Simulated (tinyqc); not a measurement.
# Changing the temperature T

Model: grain-boundary trapping model (Seto) of a polycrystalline semiconductor film. Computed by tinyqc, a small Python program. Command: `OMP_NUM_THREADS=1 python tinyqc.py 3006272 3006273 out.jsonl poly sweep`. One thread of a shared host (Intel(R) Xeon(R) Processor @ 2.30GHz), about 0.01 s of CPU time with the checks.

Grains of equal size L are joined by thin boundaries with one trap level. Trapped carriers deplete a width W on each side and raise a barrier, crossed by thermionic emission. Dopants are fully ionised, statistics are non-degenerate and mu_g does not depend on T.

Inputs (values chosen for the exercise, modelled on polycrystalline germanium):
```
quantity                                     value        unit
permittivity eps                                16           -
effective mass m                              0.21         m_0
effective density of states at 300 K, N_c    6e+18      1/cm^3
grain size L                                    17          nm
trap density Q_t                           1.8e+12      1/cm^2
trap level E_t below the band edge            0.23          eV
doping N                                   1.4e+19      1/cm^3
mobility inside the grains mu_g                420  cm^2/(V s)
```

Grain interior: resistance included.

Constants: k_B = 8.617333262e-05 eV/K; e = 1.602176634e-19 C; eps_0 = 8.8541878128e-12 F/m; m_0 = 9.1093837015e-31 kg; k_B = 1.380649e-23 J/K.

Method:
- N_c(T) = N_c (T/300 K)^(3/2). Filled traps Q = Q_t/(1 + (1/2) exp((E_t* - E_F)/k_B T)), where E_t* = e V_B - E_t and E_F are counted from the band edge at the grain centre. Partial depletion: Q = 2 N W, V_B = e N W^2/(2 eps eps_0), E_F = k_B T ln(N/N_c); solve for W. If that W would exceed L/2 the grain is fully depleted: W = L/2, Q = N L, and E_F follows from the trap equation. Centre density n_0 = N_c exp(E_F/k_B T).
- Boundary: sigma_b = L e^2 n_0 exp(-e V_B/k_B T)/sqrt(2 pi m k_B T); drift through the grain, depleted parts included: rho_g = [(1 - 2W/L) + (2W/L) int_0^1 exp(y^2 s^2) ds]/(e n_0 mu_g); rho = 1/sigma_b + rho_g. Mean carrier density n_av = n_0 [(1 - 2W/L) + (2W/L) (sqrt(pi)/2) erf(y)/y], y = sqrt(e V_B/k_B T); effective mobility 1/(e n_av rho).
- E_a = d ln(rho)/d(1/k_B T) from T - 5 K and T + 5 K; temperature coefficient d ln(rho)/dT.

One run for each value; columns: (1) temperature T (K); (2) resistivity rho (ohm cm); (3) effective mobility (cm^2/(V s)); (4) activation energy E_a (eV); (5) mean carrier density (1/cm^3):
```
(1)       (2)    (3)        (4)        (5)
200  0.002207  202.9  -0.002715  1.394e+19
236  0.002269  197.2  -0.003612  1.395e+19
271  0.002328  192.1  -0.004516  1.395e+19
307  0.002387  187.3  -0.005472  1.396e+19
343  0.002444  182.9  -0.006451  1.396e+19
379  0.002499  178.8  -0.007450  1.397e+19
414  0.002551  175.2  -0.008437  1.397e+19
450  0.002602  171.7  -0.009464  1.397e+19
```

What does the table show?

Over the rows, resistivity rho (ohm cm) rises from 0.00221 to 0.00260 (exponent d ln y / d ln x 0.17 between the first rows and 0.24 between the last); effective mobility (cm^2/(V s)) falls from 203 to 172 (exponent d ln y / d ln x -0.17 between the first rows and -0.24 between the last); activation energy E_a (eV) falls from -0.00272 to -0.00946 (exponent d ln y / d ln x 1.7 between the first rows and 1.4 between the last).

Caution (all rows): E_F is within 2 k_B T of the band edge, so non-degenerate statistics fail, and tunnelling through so thin a barrier adds to the current. Caution (all rows): e V_B is below 2 k_B T, where the depletion approximation fails and the mean density does not balance the trapped charge.
